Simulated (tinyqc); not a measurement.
Four-point probe, van der Pauw, Hall and spreading-resistance readings of a semiconductor layer: one step, computed by the program tinyqc. Command: `OMP_NUM_THREADS=1 python tinyqc.py 3110306 3110307 out.jsonl probe walk`. One thread of a shared host (Intel(R) Xeon(R) Processor @ 2.30GHz), about 0.01 s of CPU time with the checks.

The layer is uniform and ohmic; contacts are points unless a radius is given.

Problem. Four-point voltage. Collinear probes with equal spacing on a layer with conducting backing: images at depth 2 m t give V = (rho I/(2 pi s)) G, G = 1 + 4 sum_(m>=1) (-1)^m [1/sqrt(1 + (2 m u)^2) - 1/sqrt(4 + (2 m u)^2)], u = t/s; the sum runs to m = 20000, with the last term halved. Limits: thick, rho = 2 pi s V/I; thin on an insulator, rho = (pi/ln 2) t V/I.

Inputs (values chosen for the exercise, modelled on p-type silicon): layer thickness t = 1800 micrometre; probe spacing s = 1 mm; current I = 0.2 mA.

Backing of the layer: conducting.

resistivity rho = 10.98084 ohm cm

Give: t/s; G; voltage V; rho by the thick formula; rho by the thin formula.

Solution.

t/s = 1.8

G = 0.9124

voltage V = 3.189 mV

rho by the thick formula = 10.02 ohm cm

rho by the thin formula = 13.01 ohm cm

The thick formula is off by -8.8 % and the thin one by +18.5 %. A conducting backing shunts the current, so V lies below the thick value.
